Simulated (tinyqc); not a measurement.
Comparisons within one model: density of states of one tight-binding band on the square lattice. A value that a table varies takes the place of the one given here.

E(k) = -2 t (c1 + c2) - 4 t2 c1 c2 with ci = cos(2 pi ki); k in fractions of the reciprocal vectors, mesh k_i = j/N with j = 0 .. N-1. Densities are per cell and per spin, so the band holds one state.

Each square of the mesh is cut along (i, j)-(i+1, j+1) into two triangles. For corner energies e1 <= e2 <= e3 and eij = ei - ej, the share of the triangle below E is n = (E - e1)^2/(e21 e31) for e1 < E < e2 and n = 1 - (e3 - E)^2/(e31 e32) for e2 < E < e3; its density of states is g = dn/dE.

Gaussian broadening: g(E) = mean over the mesh of exp(-(E - E_k)^2/(2 sigma^2))/(sigma sqrt(2 pi)), n(E) = mean of erfc((E_k - E)/(sigma sqrt 2))/2.

Parameters, chosen for this exercise:
- t = 2.18 eV (nearest hopping)
- t2 = 0.19 eV (second hopping)
- N2 = 24 (mesh points along each axis in this comparison)
- sigma = 0.218 eV (Gaussian width)
- E = -3.47 eV (energy at which the density is wanted)

## Three ways to the same curve

N = N2 here; the reference is the linear method with N = 240.

g(E) (1/eV):

| E (eV) | reference | linear triangles | Gaussian, sigma | Gaussian, sigma/4 | reference n(E) |
|---|---|---|---|---|---|
| -7.894 | 0.034 | 0.035 | 0.044 | 0.049 | 0.052 |
| -6.308 | 0.038 | 0.038 | 0.036 | 0.093 | 0.109 |
| -4.723 | 0.043 | 0.043 | 0.027 | 0.000 | 0.173 |
| -3.137 | 0.051 | 0.051 | 0.062 | 0.071 | 0.247 |
| -1.552 | 0.063 | 0.063 | 0.057 | 0.012 | 0.336 |
| 0.033 | 0.090 | 0.088 | 0.111 | 0.179 | 0.453 |
| 1.619 | 0.088 | 0.090 | 0.061 | 0.089 | 0.631 |
| 3.204 | 0.065 | 0.066 | 0.085 | 0.155 | 0.750 |
| 4.790 | 0.055 | 0.055 | 0.051 | 0.060 | 0.845 |
| 6.375 | 0.049 | 0.049 | 0.046 | 0.096 | 0.927 |

What does this show, and why?

Root-mean-square errors against the reference: 0.0010 for linear triangles, 0.0145 for sigma and 0.0513 for sigma/4. The narrow Gaussian is worse than the wide one, because it resolves the separate mesh levels. The reference is highest at 0.033 eV of the energies listed, and half filling lies between 0.033 and 1.619 eV.

## Convergence with the mesh

At the energy E; the plain count is the share of mesh points below E; the reference is the linear method with N = 240.

Results:

| N | points | g linear | n linear | g Gaussian | n Gaussian | n plain count |
|---|---|---|---|---|---|---|
| 4 | 16 | 0.0646 | 0.1833 | 0.0001 | 0.3125 | 0.3125 |
| 6 | 36 | 0.0506 | 0.2153 | 0.0000 | 0.2500 | 0.2500 |
| 8 | 64 | 0.0517 | 0.2217 | 0.0473 | 0.2079 | 0.2031 |
| 12 | 144 | 0.0503 | 0.2269 | 0.0380 | 0.2525 | 0.2569 |
| 16 | 256 | 0.0492 | 0.2285 | 0.0424 | 0.2309 | 0.2227 |
| 24 | 576 | 0.0489 | 0.2297 | 0.0417 | 0.2289 | 0.2240 |
| 48 | 2304 | 0.0489 | 0.2304 | 0.0498 | 0.2308 | 0.2279 |

reference n and g: 0.2306  0.0488

What does this show?

The linear n(E) stays within 0.002 of the reference from N = 24 on. The Gaussian g still moves by more than 1 % between the last two meshes. At the last mesh it lies +0.001 1/eV from the reference g and the linear g 0.000. The plain count errs by -0.0027 at the last mesh.

## Critical points

The gradient vanishes at these points by symmetry; the signs of the eigenvalues of the second-derivative matrix give the type.

Critical points:

| point | k | E (eV) | positive | negative | type |
|---|---|---|---|---|---|
| Gamma | (0, 0) | -9.4800 | 2 | 0 | minimum |
| X | (0.5, 0) | 0.7600 | 1 | 1 | saddle |
| M | (0.5, 0.5) | 7.9600 | 0 | 2 | maximum |

How do the results move?

Gamma is a minimum at -9.480 eV: g has a step there. X is a saddle at 0.760 eV: g diverges logarithmically there. M is a maximum at 7.960 eV: g has a step there.

## What moves the count of states

Linear method and Gaussian sum with N = 48. Each row changes one parameter from the base and keeps the others.

Results:

| case | n linear | g linear (1/eV) | n Gaussian | g Gaussian (1/eV) |
|---|---|---|---|---|
| base | 0.2304 | 0.0489 | 0.2308 | 0.0498 |
| t = 2.398 eV | 0.2463 | 0.0464 | 0.2464 | 0.0449 |
| E = -3.252 eV | 0.2411 | 0.0501 | 0.2415 | 0.0484 |
| sigma = 0.436 eV | 0.2304 | 0.0489 | 0.2311 | 0.0490 |
| t2 = 0.299 eV | 0.2301 | 0.0461 | 0.2306 | 0.0489 |

What does this show?

The largest shifts from the base row, up to three for each result and ties (the steps differ in size, so this ranks the rows, not the parameters). n linear: t +0.0159, E +0.0108, t2 -0.0003; unchanged at the printed digits by sigma. g linear (1/eV): t2 -0.0028, t -0.0025, E +0.0012; unchanged at the printed digits by sigma. n Gaussian: t +0.0156, E +0.0107, t2 -0.0003. g Gaussian (1/eV): t -0.0049, E -0.0015, t2 -0.0010.

Program tinyqc; command `OMP_NUM_THREADS=1 python tinyqc.py 1650324 1650325 out.jsonl`; about 0.1 s on one thread of a shared Intel(R) Xeon(R) Processor @ 2.30GHz.
